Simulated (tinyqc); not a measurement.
From results to parameters: two-site tight-binding chain. Computed by the program tinyqc.

Problem. A two-site chain has site energies +delta (A) and -delta (B) and hoppings t1 > t2 > 0, so E = +/- sqrt(delta^2 + |t1 + t2 exp(-ika)|^2). Find delta, t1 and t2.

upper band at k = 0 = 2.798607 eV
upper band at the zone edge = 1.223193 eV
weight of the upper band on site A at the zone edge = 0.912854

Solution. The weight on A is (1 + delta/E)/2, which gives delta; then t1 + t2 = sqrt(E(0)^2 - delta^2) and t1 - t2 = sqrt(E(edge)^2 - delta^2).

delta, t1, t2 (eV): 1.010  1.650  0.960
